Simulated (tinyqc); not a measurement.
Worked calculation (part 2 of 3): ROHF in the 6-311g basis, for H2, spin multiplicity 3. Computed by tinyqc, a small Python program that keeps every step (integrals from PySCF). Command: `OMP_NUM_THREADS=1 python tinyqc.py 25985 25986 out.jsonl` (the two numbers bound the seeds that draw the settings). One thread of a shared host (Intel(R) Xeon(R) Processor @ 2.60GHz), about 0.09 s of CPU time with the checks.

Geometry (angstrom):
```
atom         x         y         z
H     0.000000  0.000000  0.000000
H     0.000000  0.000000  1.294000
```

## Iteration 2: diagonalisation and new density

extrapolated F (hartree), order 1H 1s, 1H 2s, 1H 3s, 2H 1s, 2H 2s, 2H 3s:
$$\begin{pmatrix}
0.608761 & -0.338499 & -0.355027 & -0.087392 & -0.178157 & -0.216172 \\
-0.338499 & -0.149091 & -0.185682 & -0.178157 & -0.177364 & -0.169368 \\
-0.355027 & -0.185682 & -0.082323 & -0.216172 & -0.169368 & -0.112711 \\
-0.087392 & -0.178157 & -0.216172 & 0.608761 & -0.338499 & -0.355027 \\
-0.178157 & -0.177364 & -0.169368 & -0.338499 & -0.149091 & -0.185682 \\
-0.216172 & -0.169368 & -0.112711 & -0.355027 & -0.185682 & -0.082323
\end{pmatrix}$$

X, order 1H 1s, 1H 2s, 1H 3s, 2H 1s, 2H 2s, 2H 3s:
$$\begin{pmatrix}
1.372495 & -0.744432 & 0.204032 & 0.021036 & 0.039436 & -0.056492 \\
-0.744432 & 2.111060 & -1.006468 & 0.039436 & -0.222884 & 0.179796 \\
0.204032 & -1.006468 & 2.045728 & -0.056492 & 0.179796 & -0.808287 \\
0.021036 & 0.039436 & -0.056492 & 1.372495 & -0.744432 & 0.204032 \\
0.039436 & -0.222884 & 0.179796 & -0.744432 & 2.111060 & -1.006468 \\
-0.056492 & 0.179796 & -0.808287 & 0.204032 & -1.006468 & 2.045728
\end{pmatrix}$$

Diagonalise F' = X^T F X, C = X C', fill 2 alpha and 0 beta electrons from the bottom; D(s) = C_occ C_occ^T. Each column has its largest component positive (the first on a tie).

F' = X^T F X (hartree):
$$\begin{pmatrix}
1.619815 & -1.217746 & -0.016891 & 0.080291 & -0.040748 & -0.097226 \\
-1.217746 & 0.911697 & -0.321212 & -0.040748 & -0.131621 & 0.026781 \\
-0.016891 & -0.321212 & 0.235556 & -0.097226 & 0.026781 & -0.102086 \\
0.080291 & -0.040748 & -0.097226 & 1.619815 & -1.217746 & -0.016891 \\
-0.040748 & -0.131621 & 0.026781 & -1.217746 & 0.911697 & -0.321212 \\
-0.097226 & 0.026781 & -0.102086 & -0.016891 & -0.321212 & 0.235556
\end{pmatrix}$$

orbital energies (hartree): MO1 -0.311945, MO2 -0.047679, MO3 0.343230, MO4 0.437389, MO5 2.530775, MO6 2.582367

coefficients C, order 1H 1s, 1H 2s, 1H 3s, 2H 1s, 2H 2s, 2H 3s:
$$\begin{pmatrix}
0.171530 & 0.178860 & -0.033255 & -0.061553 & -1.103904 & -1.095368 \\
0.349840 & 0.435414 & -0.908038 & -1.029477 & 1.576412 & 1.194105 \\
0.146628 & 0.568581 & 0.946110 & 1.902494 & -0.931386 & -0.448981 \\
0.171530 & -0.178860 & -0.033255 & 0.061553 & 1.103904 & -1.095368 \\
0.349840 & -0.435414 & -0.908038 & 1.029477 & -1.576412 & 1.194105 \\
0.146628 & -0.568581 & 0.946110 & -1.902494 & 0.931386 & -0.448981
\end{pmatrix}$$

D(alpha) after iteration 2, order 1H 1s, 1H 2s, 1H 3s, 2H 1s, 2H 2s, 2H 3s:
$$\begin{pmatrix}
0.061414 & 0.137886 & 0.126848 & -0.002568 & -0.017870 & -0.076545 \\
0.137886 & 0.311973 & 0.298864 & -0.017870 & -0.067197 & -0.196272 \\
0.126848 & 0.298864 & 0.344784 & -0.076545 & -0.196272 & -0.301784 \\
-0.002568 & -0.017870 & -0.076545 & 0.061414 & 0.137886 & 0.126848 \\
-0.017870 & -0.067197 & -0.196272 & 0.137886 & 0.311973 & 0.298864 \\
-0.076545 & -0.196272 & -0.301784 & 0.126848 & 0.298864 & 0.344784
\end{pmatrix}$$

D(beta) after iteration 2, order 1H 1s, 1H 2s, 1H 3s, 2H 1s, 2H 2s, 2H 3s:
$$\begin{pmatrix}
0.000000 & 0.000000 & 0.000000 & 0.000000 & 0.000000 & 0.000000 \\
0.000000 & 0.000000 & 0.000000 & 0.000000 & 0.000000 & 0.000000 \\
0.000000 & 0.000000 & 0.000000 & 0.000000 & 0.000000 & 0.000000 \\
0.000000 & 0.000000 & 0.000000 & 0.000000 & 0.000000 & 0.000000 \\
0.000000 & 0.000000 & 0.000000 & 0.000000 & 0.000000 & 0.000000 \\
0.000000 & 0.000000 & 0.000000 & 0.000000 & 0.000000 & 0.000000
\end{pmatrix}$$

## Iteration 3: building the Fock matrix

core Hamiltonian H = T + V (hartree), order 1H 1s, 1H 2s, 1H 3s, 2H 1s, 2H 2s, 2H 3s:
$$\begin{pmatrix}
-0.215695 & -0.800471 & -0.561443 & -0.096873 & -0.277397 & -0.343348 \\
-0.800471 & -0.828946 & -0.712967 & -0.277397 & -0.452325 & -0.511702 \\
-0.561443 & -0.712967 & -0.718495 & -0.343348 & -0.511702 & -0.591863 \\
-0.096873 & -0.277397 & -0.343348 & -0.215695 & -0.800471 & -0.561443 \\
-0.277397 & -0.452325 & -0.511702 & -0.800471 & -0.828946 & -0.712967 \\
-0.343348 & -0.511702 & -0.591863 & -0.561443 & -0.712967 & -0.718495
\end{pmatrix}$$

nuclear repulsion = 0.40894684 hartree

Given earlier and not repeated: Two-electron integrals (ij|kl) in chemists' order.

J_ij = sum D_kl (ij|kl) with D = D(alpha) + D(beta), K_ij = sum D_kl (ik|jl) for each spin; F = H + J - K(s); E = tr D H + tr D J / 2 - 0.5 sum_s tr D(s) K(s) + E_nn.

Coulomb J (hartree), order 1H 1s, 1H 2s, 1H 3s, 2H 1s, 2H 2s, 2H 3s:
$$\begin{pmatrix}
1.234684 & 0.817635 & 0.422940 & 0.028302 & 0.177260 & 0.242860 \\
0.817635 & 1.003331 & 0.726420 & 0.177260 & 0.397039 & 0.473353 \\
0.422940 & 0.726420 & 0.762436 & 0.242860 & 0.473353 & 0.587394 \\
0.028302 & 0.177260 & 0.242860 & 1.234684 & 0.817635 & 0.422940 \\
0.177260 & 0.397039 & 0.473353 & 0.817635 & 1.003331 & 0.726420 \\
0.242860 & 0.473353 & 0.587394 & 0.422940 & 0.726420 & 0.762436
\end{pmatrix}$$

exchange K(alpha) (hartree), order 1H 1s, 1H 2s, 1H 3s, 2H 1s, 2H 2s, 2H 3s:
$$\begin{pmatrix}
0.639069 & 0.597169 & 0.402907 & 0.043655 & 0.151058 & 0.220078 \\
0.597169 & 0.648157 & 0.481946 & 0.151058 & 0.267282 & 0.312334 \\
0.402907 & 0.481946 & 0.395253 & 0.220078 & 0.312334 & 0.313799 \\
0.043655 & 0.151058 & 0.220078 & 0.639069 & 0.597169 & 0.402907 \\
0.151058 & 0.267282 & 0.312334 & 0.597169 & 0.648157 & 0.481946 \\
0.220078 & 0.312334 & 0.313799 & 0.402907 & 0.481946 & 0.395253
\end{pmatrix}$$

exchange K(beta) (hartree), order 1H 1s, 1H 2s, 1H 3s, 2H 1s, 2H 2s, 2H 3s:
$$\begin{pmatrix}
0.000000 & 0.000000 & 0.000000 & 0.000000 & 0.000000 & 0.000000 \\
0.000000 & 0.000000 & 0.000000 & 0.000000 & 0.000000 & 0.000000 \\
0.000000 & 0.000000 & 0.000000 & 0.000000 & 0.000000 & 0.000000 \\
0.000000 & 0.000000 & 0.000000 & 0.000000 & 0.000000 & 0.000000 \\
0.000000 & 0.000000 & 0.000000 & 0.000000 & 0.000000 & 0.000000 \\
0.000000 & 0.000000 & 0.000000 & 0.000000 & 0.000000 & 0.000000
\end{pmatrix}$$

F(alpha) (hartree), order 1H 1s, 1H 2s, 1H 3s, 2H 1s, 2H 2s, 2H 3s:
$$\begin{pmatrix}
0.379920 & -0.580005 & -0.541409 & -0.112226 & -0.251194 & -0.320565 \\
-0.580005 & -0.473772 & -0.468493 & -0.251194 & -0.322568 & -0.350684 \\
-0.541409 & -0.468493 & -0.351312 & -0.320565 & -0.350684 & -0.318268 \\
-0.112226 & -0.251194 & -0.320565 & 0.379920 & -0.580005 & -0.541409 \\
-0.251194 & -0.322568 & -0.350684 & -0.580005 & -0.473772 & -0.468493 \\
-0.320565 & -0.350684 & -0.318268 & -0.541409 & -0.468493 & -0.351312
\end{pmatrix}$$

F(beta) (hartree), order 1H 1s, 1H 2s, 1H 3s, 2H 1s, 2H 2s, 2H 3s:
$$\begin{pmatrix}
1.018989 & 0.017164 & -0.138502 & -0.068571 & -0.100137 & -0.100487 \\
0.017164 & 0.174385 & 0.013453 & -0.100137 & -0.055286 & -0.038349 \\
-0.138502 & 0.013453 & 0.043941 & -0.100487 & -0.038349 & -0.004469 \\
-0.068571 & -0.100137 & -0.100487 & 1.018989 & 0.017164 & -0.138502 \\
-0.100137 & -0.055286 & -0.038349 & 0.017164 & 0.174385 & 0.013453 \\
-0.100487 & -0.038349 & -0.004469 & -0.138502 & 0.013453 & 0.043941
\end{pmatrix}$$

total energy of this density = -0.93658418 hartree

## Iteration 3: Roothaan effective Fock matrix

overlap S, order 1H 1s, 1H 2s, 1H 3s, 2H 1s, 2H 2s, 2H 3s:
$$\begin{pmatrix}
1.000000 & 0.706377 & 0.373664 & 0.023518 & 0.150577 & 0.211906 \\
0.706377 & 1.000000 & 0.788963 & 0.150577 & 0.377501 & 0.494551 \\
0.373664 & 0.788963 & 1.000000 & 0.211906 & 0.494551 & 0.735525 \\
0.023518 & 0.150577 & 0.211906 & 1.000000 & 0.706377 & 0.373664 \\
0.150577 & 0.377501 & 0.494551 & 0.706377 & 1.000000 & 0.788963 \\
0.211906 & 0.494551 & 0.735525 & 0.373664 & 0.788963 & 1.000000
\end{pmatrix}$$

With projectors Pc = D(beta) S, Po = (D(alpha) - D(beta)) S, Pv = 1 - D(alpha) S, the block xy is Px^T F Py; with Fc = (F(alpha) + F(beta))/2, the blocks are Fc for cc, oo, vv and cv, F(beta) for co and F(alpha) for ov.

effective F (hartree), order 1H 1s, 1H 2s, 1H 3s, 2H 1s, 2H 2s, 2H 3s:
$$\begin{pmatrix}
0.609683 & -0.338269 & -0.354951 & -0.087465 & -0.178162 & -0.216167 \\
-0.338269 & -0.149702 & -0.186237 & -0.178162 & -0.177650 & -0.169748 \\
-0.354951 & -0.186237 & -0.082865 & -0.216167 & -0.169748 & -0.113119 \\
-0.087465 & -0.178162 & -0.216167 & 0.609683 & -0.338269 & -0.354951 \\
-0.178162 & -0.177650 & -0.169748 & -0.338269 & -0.149702 & -0.186237 \\
-0.216167 & -0.169748 & -0.113119 & -0.354951 & -0.186237 & -0.082865
\end{pmatrix}$$

## Iteration 3: DIIS over 3 matrices

error matrix X^T (FDS - SDF) X:
$$\begin{pmatrix}
0.000000 & 0.000915 & 0.000515 & 0.000000 & -0.000009 & 0.000050 \\
-0.000915 & 0.000000 & -0.000307 & 0.000009 & 0.000000 & 0.000025 \\
-0.000515 & 0.000307 & 0.000000 & -0.000050 & -0.000025 & 0.000000 \\
0.000000 & -0.000009 & 0.000050 & 0.000000 & 0.000915 & 0.000515 \\
0.000009 & 0.000000 & 0.000025 & -0.000915 & 0.000000 & -0.000307 \\
-0.000050 & -0.000025 & 0.000000 & -0.000515 & 0.000307 & 0.000000
\end{pmatrix}$$

B (overlaps of the stored error matrices):
$$\begin{pmatrix}
1.0575593e-02 & -5.2743882e-05 & 6.6179735e-05 \\
-5.2743882e-05 & 4.0066794e-04 & 3.9681550e-05 \\
6.6179735e-05 & 3.9681550e-05 & 4.8004471e-06
\end{pmatrix}$$

Minimise |sum c_i e_i|^2 with sum c_i = 1: solve [B -1; -1 0][c; lambda] = [0; -1] with B_ij = tr e_i^T e_j, and take F = sum c_i F_i.

DIIS coefficients: [-0.007501, -0.110501, 1.118002]

extrapolated F (hartree), order 1H 1s, 1H 2s, 1H 3s, 2H 1s, 2H 2s, 2H 3s:
$$\begin{pmatrix}
0.609724 & -0.338300 & -0.354990 & -0.087483 & -0.178174 & -0.216182 \\
-0.338300 & -0.149882 & -0.186390 & -0.178174 & -0.177718 & -0.169839 \\
-0.354990 & -0.186390 & -0.083002 & -0.216182 & -0.169839 & -0.113222 \\
-0.087483 & -0.178174 & -0.216182 & 0.609724 & -0.338300 & -0.354990 \\
-0.178174 & -0.177718 & -0.169839 & -0.338300 & -0.149882 & -0.186390 \\
-0.216182 & -0.169839 & -0.113222 & -0.354990 & -0.186390 & -0.083002
\end{pmatrix}$$

## Iteration 3: diagonalisation and new density

As before.

F' = X^T F X (hartree):
$$\begin{pmatrix}
1.620973 & -1.217532 & -0.016628 & 0.080129 & -0.040630 & -0.097203 \\
-1.217532 & 0.910401 & -0.321538 & -0.040630 & -0.131562 & 0.026593 \\
-0.016628 & -0.321538 & 0.235268 & -0.097203 & 0.026593 & -0.102008 \\
0.080129 & -0.040630 & -0.097203 & 1.620973 & -1.217532 & -0.016628 \\
-0.040630 & -0.131562 & 0.026593 & -1.217532 & 0.910401 & -0.321538 \\
-0.097203 & 0.026593 & -0.102008 & -0.016628 & -0.321538 & 0.235268
\end{pmatrix}$$

orbital energies (hartree): MO1 -0.312421, MO2 -0.048034, MO3 0.343280, MO4 0.437147, MO5 2.530970, MO6 2.582342

coefficients C, order 1H 1s, 1H 2s, 1H 3s, 2H 1s, 2H 2s, 2H 3s:
$$\begin{pmatrix}
0.171051 & 0.178312 & -0.033179 & -0.061334 & -1.104004 & -1.095445 \\
0.350173 & 0.435804 & -0.908229 & -1.030033 & 1.575941 & 1.193863 \\
0.146623 & 0.568806 & 0.946126 & 1.902532 & -0.931172 & -0.448949 \\
0.171051 & -0.178312 & -0.033179 & 0.061334 & 1.104004 & -1.095445 \\
0.350173 & -0.435804 & -0.908229 & 1.030033 & -1.575941 & 1.193863 \\
0.146623 & -0.568806 & 0.946126 & -1.902532 & 0.931172 & -0.448949
\end{pmatrix}$$

D(alpha) after iteration 3, order 1H 1s, 1H 2s, 1H 3s, 2H 1s, 2H 2s, 2H 3s:
$$\begin{pmatrix}
0.061054 & 0.137606 & 0.126505 & -0.002537 & -0.017812 & -0.076345 \\
0.137606 & 0.312546 & 0.299231 & -0.017812 & -0.067303 & -0.196544 \\
0.126505 & 0.299231 & 0.345039 & -0.076345 & -0.196544 & -0.302042 \\
-0.002537 & -0.017812 & -0.076345 & 0.061054 & 0.137606 & 0.126505 \\
-0.017812 & -0.067303 & -0.196544 & 0.137606 & 0.312546 & 0.299231 \\
-0.076345 & -0.196544 & -0.302042 & 0.126505 & 0.299231 & 0.345039
\end{pmatrix}$$

D(beta) after iteration 3, order 1H 1s, 1H 2s, 1H 3s, 2H 1s, 2H 2s, 2H 3s:
$$\begin{pmatrix}
0.000000 & 0.000000 & 0.000000 & 0.000000 & 0.000000 & 0.000000 \\
0.000000 & 0.000000 & 0.000000 & 0.000000 & 0.000000 & 0.000000 \\
0.000000 & 0.000000 & 0.000000 & 0.000000 & 0.000000 & 0.000000 \\
0.000000 & 0.000000 & 0.000000 & 0.000000 & 0.000000 & 0.000000 \\
0.000000 & 0.000000 & 0.000000 & 0.000000 & 0.000000 & 0.000000 \\
0.000000 & 0.000000 & 0.000000 & 0.000000 & 0.000000 & 0.000000
\end{pmatrix}$$

## Iteration 4: building the Fock matrix

As before.

Coulomb J (hartree), order 1H 1s, 1H 2s, 1H 3s, 2H 1s, 2H 2s, 2H 3s:
$$\begin{pmatrix}
1.234203 & 0.817377 & 0.422816 & 0.028294 & 0.177207 & 0.242789 \\
0.817377 & 1.003127 & 0.726302 & 0.177207 & 0.396955 & 0.473270 \\
0.422816 & 0.726302 & 0.762355 & 0.242789 & 0.473270 & 0.587325 \\
0.028294 & 0.177207 & 0.242789 & 1.234203 & 0.817377 & 0.422816 \\
0.177207 & 0.396955 & 0.473270 & 0.817377 & 1.003127 & 0.726302 \\
0.242789 & 0.473270 & 0.587325 & 0.422816 & 0.726302 & 0.762355
\end{pmatrix}$$

exchange K(alpha) (hartree), order 1H 1s, 1H 2s, 1H 3s, 2H 1s, 2H 2s, 2H 3s:
$$\begin{pmatrix}
0.638331 & 0.596778 & 0.402728 & 0.043671 & 0.151012 & 0.219990 \\
0.596778 & 0.648068 & 0.481975 & 0.151012 & 0.267278 & 0.312350 \\
0.402728 & 0.481975 & 0.395346 & 0.219990 & 0.312350 & 0.313861 \\
0.043671 & 0.151012 & 0.219990 & 0.638331 & 0.596778 & 0.402728 \\
0.151012 & 0.267278 & 0.312350 & 0.596778 & 0.648068 & 0.481975 \\
0.219990 & 0.312350 & 0.313861 & 0.402728 & 0.481975 & 0.395346
\end{pmatrix}$$

exchange K(beta) (hartree), order 1H 1s, 1H 2s, 1H 3s, 2H 1s, 2H 2s, 2H 3s:
$$\begin{pmatrix}
0.000000 & 0.000000 & 0.000000 & 0.000000 & 0.000000 & 0.000000 \\
0.000000 & 0.000000 & 0.000000 & 0.000000 & 0.000000 & 0.000000 \\
0.000000 & 0.000000 & 0.000000 & 0.000000 & 0.000000 & 0.000000 \\
0.000000 & 0.000000 & 0.000000 & 0.000000 & 0.000000 & 0.000000 \\
0.000000 & 0.000000 & 0.000000 & 0.000000 & 0.000000 & 0.000000 \\
0.000000 & 0.000000 & 0.000000 & 0.000000 & 0.000000 & 0.000000
\end{pmatrix}$$

F(alpha) (hartree), order 1H 1s, 1H 2s, 1H 3s, 2H 1s, 2H 2s, 2H 3s:
$$\begin{pmatrix}
0.380177 & -0.579871 & -0.541354 & -0.112249 & -0.251202 & -0.320549 \\
-0.579871 & -0.473887 & -0.468640 & -0.251202 & -0.322648 & -0.350783 \\
-0.541354 & -0.468640 & -0.351485 & -0.320549 & -0.350783 & -0.318399 \\
-0.112249 & -0.251202 & -0.320549 & 0.380177 & -0.579871 & -0.541354 \\
-0.251202 & -0.322648 & -0.350783 & -0.579871 & -0.473887 & -0.468640 \\
-0.320549 & -0.350783 & -0.318399 & -0.541354 & -0.468640 & -0.351485
\end{pmatrix}$$

F(beta) (hartree), order 1H 1s, 1H 2s, 1H 3s, 2H 1s, 2H 2s, 2H 3s:
$$\begin{pmatrix}
1.018508 & 0.016907 & -0.138626 & -0.068579 & -0.100190 & -0.100559 \\
0.016907 & 0.174182 & 0.013335 & -0.100190 & -0.055370 & -0.038432 \\
-0.138626 & 0.013335 & 0.043861 & -0.100559 & -0.038432 & -0.004538 \\
-0.068579 & -0.100190 & -0.100559 & 1.018508 & 0.016907 & -0.138626 \\
-0.100190 & -0.055370 & -0.038432 & 0.016907 & 0.174182 & 0.013335 \\
-0.100559 & -0.038432 & -0.004538 & -0.138626 & 0.013335 & 0.043861
\end{pmatrix}$$

total energy of this density = -0.93658529 hartree

## Iteration 4: Roothaan effective Fock matrix

As before.

effective F (hartree), order 1H 1s, 1H 2s, 1H 3s, 2H 1s, 2H 2s, 2H 3s:
$$\begin{pmatrix}
0.609682 & -0.338331 & -0.355026 & -0.087489 & -0.178196 & -0.216204 \\
-0.338331 & -0.149970 & -0.186483 & -0.178196 & -0.177767 & -0.169897 \\
-0.355026 & -0.186483 & -0.083101 & -0.216204 & -0.169897 & -0.113296 \\
-0.087489 & -0.178196 & -0.216204 & 0.609682 & -0.338331 & -0.355026 \\
-0.178196 & -0.177767 & -0.169897 & -0.338331 & -0.149970 & -0.186483 \\
-0.216204 & -0.169897 & -0.113296 & -0.355026 & -0.186483 & -0.083101
\end{pmatrix}$$

## Iteration 4: DIIS over 4 matrices

error matrix X^T (FDS - SDF) X:
$$\begin{pmatrix}
0.000000 & 0.000026 & 0.000030 & 0.000000 & 0.000002 & -0.000003 \\
-0.000026 & 0.000000 & 0.000014 & -0.000002 & 0.000000 & -0.000008 \\
-0.000030 & -0.000014 & 0.000000 & 0.000003 & 0.000008 & 0.000000 \\
0.000000 & 0.000002 & -0.000003 & 0.000000 & 0.000026 & 0.000030 \\
-0.000002 & 0.000000 & -0.000008 & -0.000026 & 0.000000 & 0.000014 \\
0.000003 & 0.000008 & 0.000000 & -0.000030 & -0.000014 & 0.000000
\end{pmatrix}$$

B (overlaps of the stored error matrices):
$$\begin{pmatrix}
1.0575593e-02 & -5.2743882e-05 & 6.6179735e-05 & 6.4947494e-06 \\
-5.2743882e-05 & 4.0066794e-04 & 3.9681550e-05 & 6.4744098e-07 \\
6.6179735e-05 & 3.9681550e-05 & 4.8004471e-06 & 1.3744333e-07 \\
6.4947494e-06 & 6.4744098e-07 & 1.3744333e-07 & 7.3951402e-09
\end{pmatrix}$$

As before.

DIIS coefficients: [-0.000131, 0.006131, -0.079587, 1.073588]

extrapolated F (hartree), order 1H 1s, 1H 2s, 1H 3s, 2H 1s, 2H 2s, 2H 3s:
$$\begin{pmatrix}
0.609667 & -0.338345 & -0.355038 & -0.087492 & -0.178200 & -0.216209 \\
-0.338345 & -0.150001 & -0.186510 & -0.178200 & -0.177779 & -0.169912 \\
-0.355038 & -0.186510 & -0.083126 & -0.216209 & -0.169912 & -0.113315 \\
-0.087492 & -0.178200 & -0.216209 & 0.609667 & -0.338345 & -0.355038 \\
-0.178200 & -0.177779 & -0.169912 & -0.338345 & -0.150001 & -0.186510 \\
-0.216209 & -0.169912 & -0.113315 & -0.355038 & -0.186510 & -0.083126
\end{pmatrix}$$

## Iteration 4: diagonalisation and new density

As before.

F' = X^T F X (hartree):
$$\begin{pmatrix}
1.620894 & -1.217481 & -0.016645 & 0.080133 & -0.040643 & -0.097195 \\
-1.217481 & 0.910292 & -0.321610 & -0.040643 & -0.131571 & 0.026603 \\
-0.016645 & -0.321610 & 0.235214 & -0.097195 & 0.026603 & -0.102024 \\
0.080133 & -0.040643 & -0.097195 & 1.620894 & -1.217481 & -0.016645 \\
-0.040643 & -0.131571 & 0.026603 & -1.217481 & 0.910292 & -0.321610 \\
-0.097195 & 0.026603 & -0.102024 & -0.016645 & -0.321610 & 0.235214
\end{pmatrix}$$

orbital energies (hartree): MO1 -0.312542, MO2 -0.048142, MO3 0.343262, MO4 0.437176, MO5 2.530828, MO6 2.582219

coefficients C, order 1H 1s, 1H 2s, 1H 3s, 2H 1s, 2H 2s, 2H 3s:
$$\begin{pmatrix}
0.171034 & 0.178292 & -0.033188 & -0.061368 & -1.104006 & -1.095447 \\
0.350161 & 0.435732 & -0.908237 & -1.030046 & 1.575953 & 1.193860 \\
0.146648 & 0.568963 & 0.946120 & 1.902466 & -0.931210 & -0.448954 \\
0.171034 & -0.178292 & -0.033188 & 0.061368 & 1.104006 & -1.095447 \\
0.350161 & -0.435732 & -0.908237 & 1.030046 & -1.575953 & 1.193860 \\
0.146648 & -0.568963 & 0.946120 & -1.902466 & 0.931210 & -0.448954
\end{pmatrix}$$

D(alpha) after iteration 4, order 1H 1s, 1H 2s, 1H 3s, 2H 1s, 2H 2s, 2H 3s:
$$\begin{pmatrix}
0.061041 & 0.137577 & 0.126524 & -0.002536 & -0.017798 & -0.076360 \\
0.137577 & 0.312475 & 0.299266 & -0.017798 & -0.067250 & -0.196565 \\
0.126524 & 0.299266 & 0.345224 & -0.076360 & -0.196565 & -0.302213 \\
-0.002536 & -0.017798 & -0.076360 & 0.061041 & 0.137577 & 0.126524 \\
-0.017798 & -0.067250 & -0.196565 & 0.137577 & 0.312475 & 0.299266 \\
-0.076360 & -0.196565 & -0.302213 & 0.126524 & 0.299266 & 0.345224
\end{pmatrix}$$

D(beta) after iteration 4, order 1H 1s, 1H 2s, 1H 3s, 2H 1s, 2H 2s, 2H 3s:
$$\begin{pmatrix}
0.000000 & 0.000000 & 0.000000 & 0.000000 & 0.000000 & 0.000000 \\
0.000000 & 0.000000 & 0.000000 & 0.000000 & 0.000000 & 0.000000 \\
0.000000 & 0.000000 & 0.000000 & 0.000000 & 0.000000 & 0.000000 \\
0.000000 & 0.000000 & 0.000000 & 0.000000 & 0.000000 & 0.000000 \\
0.000000 & 0.000000 & 0.000000 & 0.000000 & 0.000000 & 0.000000 \\
0.000000 & 0.000000 & 0.000000 & 0.000000 & 0.000000 & 0.000000
\end{pmatrix}$$
